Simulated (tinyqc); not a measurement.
Order-disorder in a binary alloy on two sublattices: Bragg-Williams and pair (quasi-chemical) approximations: one step, computed by the program tinyqc. Command: `OMP_NUM_THREADS=1 python tinyqc.py 3005658 3005659 out.jsonl order walk`. One thread of a shared host (Intel(R) Xeon(R) Processor @ 2.30GHz), about 0.01 s of CPU time with the checks.

All z = 4 neighbours of a site lie on the other sublattice. B fills the sublattices with x + eta/2 and x - eta/2; energies are per site, from the pure components: u = -z w y with y the probability of an A-B bond taken in one order.

Task: Energy, entropy and site fractions. a = x + eta/2, b = x - eta/2; u = -z w [x (1 - x) + eta^2/4]; s/k_B = [s2(a) + s2(b)]/2, s2(c) = -c ln c - (1 - c) ln(1 - c); gain on ordering = f(eta) - f(0), f = u - T s. Superlattice over fundamental intensity = [eta (f_B - f_A)/2]^2/[(1 - x) f_A + x f_B]^2.

Inputs (values chosen for the exercise, for a model alloy): ordering energy w = (e_AA + e_BB)/2 - e_AB = 11.9 meV; fraction x of B = 0.5; temperature T = 216 K.

Lattice: square (z = 4).

scattering factors f_A, f_B (electrons): 39  48

order parameter eta = 0.7353213

Constants: k_B = 8.617333262e-05 eV/K.

Give: B fraction on its own sublattice; B fraction on the A sublattice; energy u; entropy s; gain on ordering; intensity ratio.

Result:

B fraction on its own sublattice = 0.8677

B fraction on the A sublattice = 0.1323

energy u = -18.33 meV/site

entropy s = 0.3908 k_B/site

gain on ordering = -0.8068 meV/site

intensity ratio = 0.005786

The antisite fraction is 0.1323; the dilute estimate exp(-z w/(k_B T)) gives 0.0775. Caution: T is near or above the T_c of the better pair approximation, so the true long-range order is lower than Bragg-Williams gives.
